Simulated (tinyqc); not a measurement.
Course in time: spin coating of a resist or spin-on film: centrifugal thinning, evaporation and the final thickness (Emslie and Meyerhofer models). Computed by tinyqc, a small Python program. Command: `OMP_NUM_THREADS=1 python tinyqc.py 3111615 3111616 out.jsonl spincoat walk`. One thread of a shared host (Intel(R) Xeon(R) Processor @ 2.30GHz), about 0.09 s of CPU time with the checks.

A Newtonian film stays uniform over the wafer; solvent and solids have the same density and the concentration is uniform through the thickness.

Inputs (values chosen for the exercise, of the order of those of a polymer resist in an ester solvent):

| quantity | value | unit |
|---|---|---|
| solids volume fraction c0 | 0.3 | - |
| kinematic viscosity of the solvent nu_s | 0.67 | mm^2/s |
| viscosity constant k | 460 | mm^2/s |
| viscosity exponent gamma | 3 | - |
| spin speed f | 1000 | rpm |
| evaporation rate at 1000 rpm e0 | 0.073 | micrometre/s |
| starting thickness h0 | 500 | micrometre |
| wafer radius R | 150 | mm |
| shrinkage in the bake | 8.4 | % |

Method:
- omega = 2 pi f/60; nu(c) = nu_s + k c^gamma; evaporation rate e = e0 sqrt(f/1000 rpm).
- Flow constant K = 2 omega^2/(3 nu(c0)); Reynolds number of the air omega R^2/nu_air with nu_air = 15 mm^2/s.
- Meyerhofer estimate: flow rules until (1 - c0) K h^3 = e, then evaporation alone: h_w = (e/((1 - c0) K))^(1/3), dry film c0 h_w.
- Full model for solids s and liquid l per area, h = s + l, c = s/h: ds/dt = -c Q, dl/dt = -(1 - c) Q - e, Q = 2 omega^2 h^3/(3 nu(c)); integrated adaptively (relative tolerance 1e-9) until l = 0.
- Dry film = s at l = 0, before the bake; film after the bake = s x (1 - shrinkage).
- Times are fractions of the time to dry.

omega = 104.720 1/s

evaporation rate e = 0.073 micrometre/s

dry film = 1907.62 nm

dry film, estimate = 1714.70 nm

History:

| fraction | t (s) | h (micrometre) | c | nu (mm^2/s) | Q/e | s (nm) |
|---|---|---|---|---|---|---|
| 0.003 | 0.213 | 64.329 | 0.30005 | 13.10 | 2.0357e+03 | 19302 |
| 0.010 | 0.709 | 35.440 | 0.30029 | 13.13 | 3.3959e+02 | 10642 |
| 0.030 | 2.128 | 20.493 | 0.30152 | 13.28 | 6.4898e+01 | 6179 |
| 0.100 | 7.092 | 11.217 | 0.30937 | 14.29 | 9.8898e+00 | 3470 |
| 0.200 | 14.184 | 7.892 | 0.32732 | 16.80 | 2.9299e+00 | 2583 |
| 0.350 | 24.821 | 5.843 | 0.36760 | 23.52 | 8.4955e-01 | 2148 |
| 0.500 | 35.459 | 4.669 | 0.42683 | 36.44 | 2.7963e-01 | 1993 |
| 0.700 | 49.642 | 3.487 | 0.55185 | 77.98 | 5.4455e-02 | 1924 |
| 0.900 | 63.826 | 2.427 | 0.78660 | 224.55 | 6.3768e-03 | 1909 |

What does the comparison show, and why?

Q/e drops below 1 between t = 14 and 25 s, when c has risen from 0.3 to about 0.368; after that row the solids fall by a further 11 %. The full model gives 1.11 times the two-stage estimate.
